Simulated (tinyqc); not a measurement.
Inside a calculation. Method: CISD on RHF in the sto-6g basis, for H2, spin multiplicity 1. One step of it, computed by the program tinyqc.

Problem. Iteration 1: building the Fock matrix. J_ij = sum D_kl (ij|kl), K_ij = sum D_kl (ik|jl); F = H + J - 0.5 K; E = tr D H + tr D J / 2 - 0.25 tr D K + E_nn.

D at the start:
```
          1H 1s     2H 1s
1H 1s  0.619476  0.619476
2H 1s  0.619476  0.619476
```

core Hamiltonian H = T + V (hartree):
```
           1H 1s      2H 1s
1H 1s  -1.081821  -0.881473
2H 1s  -0.881473  -1.081821
```

Two-electron integrals (ij|kl) in chemists' order, unique and non-zero (hartree):
```
(11|11) 0.774999   (21|11) 0.405327   (21|21) 0.253273   (22|11) 0.543976
(22|21) 0.405327   (22|22) 0.774999
```

nuclear repulsion = 0.65330520 hartree

Give: Coulomb J; exchange K; Fock matrix F; total energy of this density.

Solution.

Coulomb J (hartree):
```
       1H 1s  2H 1s
1H 1s  1.319  0.816
2H 1s  0.816  1.319
```

exchange K (hartree):
```
       1H 1s  2H 1s
1H 1s  1.139  0.996
2H 1s  0.996  1.139
```

Fock matrix F (hartree):
```
        1H 1s   2H 1s
1H 1s  -0.332  -0.564
2H 1s  -0.564  -0.332
```

total energy of this density = -1.11776 hartree
